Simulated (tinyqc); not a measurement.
Worked calculation: shallow acceptor in the spherical four-band model. Values are carried at full precision from step to step, so a last printed digit may differ when a step is redone from the rounded ones.

Units Ry* = Ry/(g1 eps^2) and a* = a0 eps g1; mu = (6 g3 + 4 g2)/(5 g1) is the spherical heavy-light coupling and delta = (g3 - g2)/g1 the cubic term, which is left out.

Constants: Ry = 13.60569312 eV; a0 (Bohr radius) = 0.5291772105 angstrom.

Values chosen for the exercise (near those of a shallow acceptor in GaAs; shifted at random, so the results belong to these values and not to a real crystal): g1 = 6.98 (Luttinger gamma1); g2 = 2.06 (gamma2); g3 = 2.92 (gamma3); eps = 12.8 (dielectric constant); al = (0.381, 2.29, 13.7) 1/a*^2 (exponents a_i, the same for f and g); Dso = 0.338 eV (spin-orbit splitting).

## Units and couplings

Give Ry*, a*, mu, delta and the spherical masses 1/(g1 (1 -/+ mu)).

Ry* = 11.897 meV
a* = 47.28 angstrom
mu = 0.7381
delta = 0.1232

heavy and light mass (m0): [0.5470, 0.0824]

A hydrogen model with the heavy mass would bind by Ry*/(1 - mu) = 45.4 meV and with the light mass by 6.8 meV. delta/mu = 0.17: the cubic term is a modest correction.

## Matrices in a small basis

The ground state 1S3/2 has an L = 0 part f(r) and an L = 2 part g(r). In units of Ry* and a*, with Gaussians f_i = exp(-a_i r^2), g_i = r^2 exp(-a_i r^2), A = a_i + a_j and I(n) = Gamma((n + 1)/2)/(2 A^((n + 1)/2)): S_ff = I(2), S_gg = I(6), H_ff = (6 a_i a_j/A) I(2) - 2 I(1), H_gg = (14 a_i a_j/A) I(6) - 2 I(5), H_fg = -mu [15 I(2) - 20 a_j I(4) + 4 a_j^2 I(6)]; each function is then normalised. The split-off band is left out.

Form S and H.

S, rows f1, f2, f3, g1, g2, g3 and columns alike:
$$\begin{pmatrix}
1.0000 & 0.5849 & 0.1849 & 0 & 0 & 0 \\
0.5849 & 1.0000 & 0.5864 & 0 & 0 & 0 \\
0.1849 & 0.5864 & 1.0000 & 0 & 0 & 0 \\
0 & 0 & 0 & 1.0000 & 0.2861 & 0.0195 \\
0 & 0 & 0 & 0.2861 & 1.0000 & 0.2878 \\
0 & 0 & 0 & 0.0195 & 0.2878 & 1.0000
\end{pmatrix}$$

H (Ry*), rows f1, f2, f3, g1, g2, g3 and columns alike:
$$\begin{pmatrix}
-0.8270 & -1.0110 & -1.1543 & -1.0892 & -0.3117 & -0.0212 \\
-1.0110 & 2.0403 & 1.6114 & -1.8732 & -6.5464 & -1.8841 \\
-1.1543 & 1.6114 & 29.2870 & -0.7623 & -11.2718 & -39.1640 \\
-1.0892 & -1.8732 & -0.7623 & 1.6163 & 0.7457 & 0.0131 \\
-0.3117 & -6.5464 & -11.2718 & 0.7457 & 13.4542 & 6.5206 \\
-0.0212 & -1.8841 & -39.1640 & 0.0131 & 6.5206 & 89.5997
\end{pmatrix}$$

## Ground state in the small basis

Solve H u = E S u for the lowest level of the acceptor; the first half of the basis is L = 0 and the second L = 2. Give E, E without the f-g block, and the L = 2 weight u_g S_gg u_g with u S u = 1.

E = -1.958 Ry*
E without coupling = -0.917 Ry*
L = 2 weight = 0.230

Without the coupling the exact value is -1, which this basis, tuned to the compact coupled state, misses by 0.083. The coupling to L = 2 takes the level to 1.96 times that exact value.

## Converged result

Converged values use 22 exponents 2.2^i, i = -7 to 14, for f and for g.
Ground and next level of the same symmetry, L = 2 weight and mean radius.

1S3/2 and 2S3/2 (Ry*): [-2.066, -0.610]

binding energies (meV): [24.6, 7.3]

L = 2 weight = 0.250
<r> = 37.5 angstrom

The small basis reaches 95 % of the binding. The ratio 1S/2S is 3.39 (4 for hydrogen). The binding is 0.07 of Dso, so leaving out the split-off band is safe.

## Checks

- Level at mu = 0 against -1 Ry*: both -1.0000.
- Ground level from a second, denser basis, Ry*: both -2.066.

Run: tinyqc, `OMP_NUM_THREADS=1 python tinyqc.py 1251654 1251655 out.jsonl`; Intel(R) Xeon(R) Processor @ 2.30GHz, one thread, shared host; about 0.03 s of CPU time with all checks.
